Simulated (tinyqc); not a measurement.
# Worked calculation: on-chip interconnect, size-dependent resistivity and RC delay

tinyqc, about 0.01 s, one thread, Intel Xeon 2.30GHz (shared host): `OMP_NUM_THREADS=1 python tinyqc.py 2100117 2100118 out.jsonl` Printed values are rounded.

A rectangular line between two neighbours and two ground planes. Surface and grain-boundary scattering are added to the bulk resistivity as corrections; capacitances are parallel-plate values without fringing; inductance is ignored.

Inputs (values chosen for the exercise); metal values close to those of copper:

| symbol | value | unit | meaning |
|---|---|---|---|
| rho0 | 1.66 | uohm cm | bulk resistivity |
| lam | 39.9 | nm | bulk mean free path |
| ps | 0 |  | specular share of surface scattering |
| Rg | 0.57 |  | reflection coefficient of grain boundaries |
| gr | 1.5 |  | grain size over the metal width |
| wd | 9.2 | nm | drawn line width |
| AR | 1.4 |  | aspect ratio, height over width |
| tl | 1.8 | nm | liner on both walls and the bottom, not conducting |
| sp | 11 | nm | space to the neighbouring lines |
| hd | 17 | nm | dielectric height to the planes above and below |
| ek | 4.2 |  | relative permittivity of the dielectric |
| Mf | 1 |  | Miller factor of the neighbours |
| Lw | 65 | um | line length |
| Rd | 6000 | ohm | driver resistance |
| Cl | 3.2 | fF | load capacitance |
| dt | 180 | ps | time step |

Constants: eps0 = 8.8541878128e-12 F/m. Results are converted to the units shown.

Range of the model: The metal width is under the mean free path, where the thick-limit surface term and the simple sum of corrections lose accuracy.

## Resistivity, resistance and capacitance per length

Metal width x = wd - 2 tl, height y = AR wd - tl; grain boundaries (Mayadas-Shatzkes): al = (lam/(gr x)) Rg/(1 - Rg), g = 1/[1 - 3 al/2 + 3 al^2 - 3 al^3 ln(1 + 1/al)] - 1; surfaces (Fuchs-Sondheimer, thick limit): s = (3/8) lam (1 - ps)(1/x + 1/y); rho = rho0 (1 + g + s); r = rho/(x y); c = eps0 ek (2 wd/hd + 2 Mf AR wd/sp).

x = 5.6 nm
y = 11.08 nm
al = 6.29651
g = 8.45688
s = 4.02228
rho = 22.3754 uohm cm
r = 3606.14 ohm/um
c = 0.127337 fF/um

rho is 13.5 times the bulk value; grain boundaries add more (8.46 against 4.02). The liner takes 47.6 % of the cross-section.

## Ladder and Elmore delays

6 equal pi sections: series Rs = r Lw/6; node capacitances c Lw/6, halved at nodes 0 and 6, with Cl added to node 6; Rd feeds node 0. Elmore delay of node k: the sum, over the resistors on the path to k, of resistance times all capacitance downstream of it.

Rs = 39066.6 ohm

```
node    C (fF)  Elmore delay (ps)
0     0.689740            68.8613
1      1.37948            490.278
2      1.37948            857.803
3      1.37948            1171.44
4      1.37948            1431.18
5      1.37948            1637.03
6      3.88974            1788.99
```

The far-end value equals Rd (c Lw + Cl) + r Lw (c Lw/2 + Cl) for any number of pi sections; the line resistance contributes 96.2 % of it.

## Step 1: node voltages after a time step

v at t = 0, node 0 to 6 (V): 0  0  0  0  0  0  0

A 1 V step is applied behind Rd at t = 0. C dv/dt = -G v + b, with G the conductance matrix of the ladder (1/Rs between neighbours, 1/Rd added at node 0) and b = (1 V/Rd, 0, ...). Backward Euler step: (C/dt + G) v(new) = (C/dt) v + b.

v at t = 1 dt, node 0 to 6 (V): 0.919835  0.535568  0.311649  0.181038  0.104628  0.059544  0.032287

## Step 2: node voltages after a time step

As before.

v at t = 2 dt, node 0 to 6 (V): 0.959251  0.699835  0.489599  0.332642  0.221074  0.144370  0.093062

## Course in time

A 1 V step is applied behind Rd at t = 0. C dv/dt = -G v + b, with G the conductance matrix of the ladder (1/Rs between neighbours, 1/Rd added at node 0) and b = (1 V/Rd, 0, ...). Backward Euler step: (C/dt + G) v(new) = (C/dt) v + b. The last column solves the same ladder exactly by its modes.

Voltages (V):
```
t (ps)  node 0  node 3  node 6  node 6, exact
180.0   0.9198  0.1810  0.0323         0.0127
360.0   0.9593  0.3326  0.0931         0.0791
540.0   0.9690  0.4384  0.1678         0.1679
720.0   0.9742  0.5147  0.2455         0.2564
900.0   0.9777  0.5739  0.3204         0.3379
1080    0.9804  0.6225  0.3900         0.4112
1260    0.9827  0.6640  0.4534         0.4766
1440    0.9846  0.7002  0.5106         0.5348
1620    0.9862  0.7322  0.5620         0.5866
1800    0.9877  0.7606  0.6082         0.6326
1980    0.9890  0.7859  0.6495         0.6735
2160    0.9902  0.8085  0.6864         0.7098
```

The far end of the ladder reaches 0.5 V at 1330 ps, 0.743 of its Elmore delay (ln 2 = 0.693 for a single pole); the slowest mode has a time constant of 1526 ps. The largest error of the backward Euler steps at that node is 25 mV.
